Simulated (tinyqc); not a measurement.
Inside a calculation. Model: ballistic Schottky-barrier transistor with a two-dimensional channel, WKB contacts.

Program tinyqc, `OMP_NUM_THREADS=1 python tinyqc.py 2390038 2390039 out.jsonl`; Intel Xeon 2.30GHz, shared host, one thread, about 0.4 s. Printed values are rounded.

Source Fermi level 0, drain Fermi level -Vd. Far from the contacts Ec = pn - psi, and the gate moves psi one to one; the band edges relax as exp(-x/lam) from pn at the source and pn - Vd at the drain; Ev = Ec - Eg. A carrier of energy w inside the channel band meets at a contact a barrier of height D (the contact edge beyond the channel edge): T = 1 for w >= D, else exp(-S), S = 4 lam sqrt(m/C) [sqrt(D - w) - sqrt(w) arctan sqrt((D - w)/w)], C = hbar^2/(2 m0). The two contacts combine as Ts Td/(Ts + Td - Ts Td).

Values chosen for this exercise; channel values close to those of an ultrathin silicon body with silicide contacts: temperature T = 250 K; band gap Eg = 1.12 eV; barrier for electrons at both contacts pn = 0.76 eV; electron mass mn = 0.2 m0; hole mass mp = 0.25 m0; valleys or subbands g = 2; screening length at the contacts lam = 2.8 nm; drain bias Vd = 0.05 V; band shift psi of the channel by the gate ps = -0.32 V; energy of one carrier inside the channel band w0 = 0.24 eV; upper end of the grid wm = 0.52 eV; points of the grid nE = 15.

Constants: q = 1.602176634e-19 C, kB = 1.380649e-23 J/K, hbar = 1.054571817e-34 J s, h = 6.62607015e-34 J s, m0 = 9.1093837015e-31 kg, Vt = kB T/q, hbar^2/(2 m0) = 0.0380998212 eV nm^2. Results are converted to the units shown.

Range of the model: No scattering, image-force lowering, channel charge or band-to-band tunnelling; parabolic kappa overstates S deep in the gap.

## Band edges and barriers

Electrons: Ds = psi, Dd = psi - Vd, Es = Ec, Ed = Ec + Vd. Holes: Ds = -psi, Dd = Vd - psi, Es = -Ev, Ed = -Ev - Vd. The size of each current is taken; both flow from drain to source and add.

Ec = 1.08 eV
Ev = -0.04 eV
D for electrons (eV): source -0.3200000, drain -0.3700000
D for holes (eV): source 0.3200000, drain 0.3700000

A negative D is no barrier. Here the holes carry the larger current.

## Transmission of one of the holes

S and T at both contacts for w = w0, and the tunnelling distance lam ln(D/w) at the higher barrier.

S at the source = 0.7554796
S at the drain = 1.426759
combined T = 0.1888998
tunnelling distance = 1.212019 nm

## Current of the holes on a coarse grid

I/W = g (2 q^2/h) int T(w) [N(Es + w) - N(Ed + w)] dw with w the energy of motion along the channel, N(y) = (1/2 pi) sqrt(pi m kB T/C) Fm(-y/kB T), Fm(x) = (1/sqrt(pi)) int_0^infinity u^(-1/2)/(1 + exp(u - x)) du. Electrons: Ds = psi, Dd = psi - Vd, Es = Ec, Ed = Ec + Vd. Holes: Ds = -psi, Dd = Vd - psi, Es = -Ev, Ed = -Ev - Vd. The size of each current is taken; both flow from drain to source and add. Simpson's rule on nE equally spaced w from 0 to wm.

```
point     w (eV)           Ts           Td            T  size of the supply difference (1/um)
0      0.0000000  8.946971e-8  2.636350e-8  2.036320e-8                              69.11276
1      0.0371429  2.044047e-4  6.445830e-5  4.900721e-5                              22.27863
2      0.0742857  0.002824102  9.571432e-4  7.153738e-4                              4.656268
3      0.1114286   0.01650861  0.006044542  0.004444189                             0.8569134
4      0.1485714   0.06092493   0.02425613   0.01765526                             0.1536945
5      0.1857143    0.1651742   0.07211444   0.05285115                            0.02743701
6      0.2228571    0.3538985    0.1714424    0.1305734                           0.004893834
7      0.2600000    0.6211376    0.3399414    0.2815607                           8.727630e-4
8      0.2971429    0.8991095    0.5749216    0.5400795                           1.556438e-4
9      0.3342857            1    0.8339508    0.8339508                           2.775653e-5
10     0.3714286            1            1            1                           4.949921e-6
11     0.4085714            1            1            1                           8.827368e-7
12     0.4457143            1            1            1                           1.574215e-7
13     0.4828571            1            1            1                           2.807354e-8
14     0.5200000            1            1            1                           5.006452e-9
```

current = 0.07679406 uA/um

A converged quadrature gives 0.07710 uA/um; this grid is 0.39 % below that. 0.0229 % of it passes over both barriers, the rest tunnels. The other carrier adds 4.83e-20 uA/um.
